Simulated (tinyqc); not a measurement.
Inside a calculation. Model: MOS capacitor on an n-type substrate, surface potential from the exact charge relation.

Numbers from tinyqc (`OMP_NUM_THREADS=1 python tinyqc.py 2060072 2060073 out.jsonl`; about 0.01 s on one thread of a shared Intel Xeon 2.30GHz). Printed values are rounded.

Uniform n-type substrate, Boltzmann statistics, full ionisation, classical densities. psi is the surface potential against the body (positive when the bands bend down) and u = -psi/Vt. Traps are spread evenly over the gap and neutral at flat band, so their charge is -q Dit psi; the minority quasi-Fermi level is shifted by Vb.

Values chosen for this exercise; band and dielectric values close to those of silicon: temperature T = 300 K; band gap Eg = 1.12 eV; relative permittivity eps_r = 11.7; conduction-band density of states at T Nc = 2.85e19 cm^-3; valence-band density of states at T Nv = 2.69e19 cm^-3; electron affinity chi = 4.04 eV; donor density of the substrate N = 3.1e15 cm^-3; relative permittivity of the gate insulator (close to silicon dioxide) eox = 3.9; insulator thickness tox = 1.7 nm; gate work function phiM = 4.13 eV; fixed charge at the interface, in units of q Nf = 0 cm^-2; density of interface traps Dit = 0 cm^-2 eV^-1; reverse bias of the inversion layer against the body Vb = 0 V; gate voltage against the body Vg = 1.2 V.

Constants: q = 1.602176634e-19 C, kB = 1.380649e-23 J/K, Vt = kB T/q, eps0 = 8.8541878128e-14 F/cm where lengths are in cm. Results are converted to the units shown.

Range of the model: At this gate voltage the surface density exceeds 0.3 of the band density of states, so degeneracy and confinement would lower the charge and capacitance.

## Flat band, threshold and scales

ni = sqrt(Nc Nv) exp(-Eg/(2 Vt)), Eg in volts; phiF = Vt ln(N/ni); Cox = eps0 eox/tox; Vfb = phiM - chi - Vt ln(Nc/N) - q Nf/Cox; Q0 = sqrt(2 eps0 eps_r q N Vt); r = (ni/N)^2 exp(-Vb/Vt); VT = Vfb - [(2 phiF + Vb)(1 + q Dit/Cox) + sqrt(2 eps0 eps_r q N (2 phiF + Vb))/Cox].

ni = 1.083210e10 cm^-3
phiF = 0.3248148 V
Cox = 2.031255 uF/cm^2
Vfb = -0.1459320 V
Q0 = 5.157811 nC/cm^2
r = 1.220961e-11
VT = -0.8082905 V

## Starting value

psi = Vg - Vfb, limited to the range from +4 Vt to -(2 phiF + Vb + 4 Vt).

psi at the start = 0.1034080 V

## Iteration 1: Newton step for the surface potential

u = -psi/Vt; F^2 = exp(-u) + u - 1 + r (exp(u) - u - 1); Qs = +sign(u) Q0 F; Cs = -dQs/dpsi = (Q0/Vt) |1 - exp(-u) + r (exp(u) - 1)|/(2 F). f = Vfb + psi + (q Dit psi - Qs)/Cox - Vg, f' = 1 + (Cs + q Dit)/Cox, psi(new) = psi - f/f'.

u = -4
F = 7.042595
Qs = -36.32437 nC/cm^2
Cs = 0.7592037 uF/cm^2
f = -1.224641 V
f' = 1.373761
psi after iteration 1 = 0.9948595 V

## Iteration 2: Newton step for the surface potential

As before.

u = -38.48288
F = 2.272229e8
Qs = -1.171973e9 nC/cm^2
Cs = 2.266697e7 uF/cm^2
f = 5.769695e5 V
f' = 1.115910e7
psi after iteration 2 = 0.9431556 V

This iterate lies far beyond the solution, so its charge is not a physical one.

## Iteration 3: Newton step for the surface potential

As before.

u = -36.48289
F = 8.359070e7
Qs = -4.311450e8 nC/cm^2
Cs = 8.338717e6 uF/cm^2
f = 2.122551e5 V
f' = 4.105206e6
psi after iteration 3 = 0.8914517 V

This iterate lies far beyond the solution, so its charge is not a physical one.

## Course of the Newton iteration

Stop when the step is below 1e-10 V, or after 60 iterations.

Course of the iteration:
```
iteration  psi before the step (V)    f (V)   step (V)
1                        0.1034080    -1.22      0.891
2                        0.9948595   5.77e5    -0.0517
3                        0.9431556   2.12e5    -0.0517
4                        0.8914517   7.81e4    -0.0517
5                        0.8397480   2.87e4    -0.0517
6                        0.7880450   1.06e4    -0.0517
7                        0.7363440     3890    -0.0517
8                        0.6846488     1430    -0.0517
9                        0.6329706      526    -0.0516
10                       0.5813416      193    -0.0515
11                       0.5298552     70.8    -0.0511
12                       0.4787768     25.8    -0.0499
13                       0.4288498     9.24    -0.0468
14                       0.3820512     3.15    -0.0391
15                       0.3429663    0.927    -0.0242
16                       0.3187843    0.182   -7.45e-3
17                       0.3113332   0.0120   -5.64e-4
18                       0.3107697  6.19e-5   -2.95e-6
19                       0.3107667  1.68e-9  -7.99e-11
```

Converged in 19 iterations. In 10 iterations the step is within 3 % of 2 Vt = 51.7 mV: there Qs grows as exp(|u|/2), and a Newton step on such an exponential moves psi by 2 Vt whatever the distance left.

## Charges, field and capacitances at the solution

converged psi = 0.3107667 V

u = -psi/Vt; F^2 = exp(-u) + u - 1 + r (exp(u) - u - 1); Qs = +sign(u) Q0 F; Cs = -dQs/dpsi = (Q0/Vt) |1 - exp(-u) + r (exp(u) - 1)|/(2 F). Low frequency: 1/C_LF = 1/Cox + 1/(Cs + q Dit). High frequency, in the simple estimate in which traps and minority carriers do not follow: 1/C_HF = 1/Cox + 1/Cd, Cd being Cs with r = 0 at the same psi. Minority sheet density N_inv = (Q0/(2 q)) int_0^u r (exp(t) - 1)/F(t) dt for u > 0. Oxide field |Qs - q Dit psi + q Nf|/(eps0 eox).

Qs = -2102.684 nC/cm^2
N_inv = 0 cm^-2
oxide field = 6.089207 MV/cm
Cs = 40.67067 uF/cm^2
C_LF/Cox = 0.9524318
C_HF/Cox = 0.9524318

The surface is in accumulation (borders at |psi| = 0, phiF + Vb and 2 phiF + Vb = 0.650 V).
